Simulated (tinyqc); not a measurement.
Recursion (Haydock) method for the local density of states: bulk site of a cubic lattice: one step. The coefficients. Two cases, with inputs chosen for the exercise.

Question. Carry the recursion for n levels; the lattice is large enough that no wall is met.

One orbital a site at energy 0, hopping -t to the 6 nearest neighbours of a cubic lattice; the start u0 is a site in the bulk, with energy V. Recursion: a_n = <u_n|H|u_n>, b_(n+1) u_(n+1) = (H - a_n) u_n - b_n u_(n-1), b > 0. G(z) = 1/(z - a0 - b1^2/(z - a1 - b2^2/(...))), z = E + i eta. After n levels the tail is b_n^2 T with the square-root terminator T = (z - sqrt(z - 2b) sqrt(z + 2b))/(2 b^2), b = 3t so that the band edges lie at -/+ 6t.

Give: Coefficients.

Case 1.

Values chosen: t = 1.19 eV (hopping); V = 0 eV (shift of the starting site); n = 4 (levels kept).

Answer.

Coefficients:

| n | a_n (eV) | b_(n+1) (eV) | b_(n+1)^2/t^2 |
|---|---|---|---|
| 0 | 0.0000 | 2.91489 | 6.0000 |
| 1 | 0.0000 | 3.57000 | 9.0000 |
| 2 | 0.0000 | 3.65709 | 9.4444 |
| 3 | 0.0000 | 3.48074 | 8.5556 |

b1^2/t^2 = 6 counts the neighbours of the start. All a_n vanish because the lattice is bipartite and V = 0. The b_n tend to a quarter of the band width, 3.570 eV.

Case 2.

Values chosen: t = 0.88 eV (hopping); V = 0 eV (shift of the starting site); n = 6 (levels kept).

Answer.

Coefficients:

| n | a_n (eV) | b_(n+1) (eV) | b_(n+1)^2/t^2 |
|---|---|---|---|
| 0 | 0.0000 | 2.15555 | 6.0000 |
| 1 | 0.0000 | 2.64000 | 9.0000 |
| 2 | 0.0000 | 2.70440 | 9.4444 |
| 3 | 0.0000 | 2.57399 | 8.5556 |
| 4 | 0.0000 | 2.68321 | 9.2970 |
| 5 | 0.0000 | 2.62529 | 8.9000 |

b1^2/t^2 = 6 counts the neighbours of the start. All a_n vanish because the lattice is bipartite and V = 0. The b_n tend to a quarter of the band width, 2.640 eV.

Computed by tinyqc, one run a case: `OMP_NUM_THREADS=1 python tinyqc.py N N+1 out.jsonl` with N = 1480960, 1481406; one thread of a shared Intel(R) Xeon(R) Processor @ 2.30GHz, about 0.2 s a run at most.
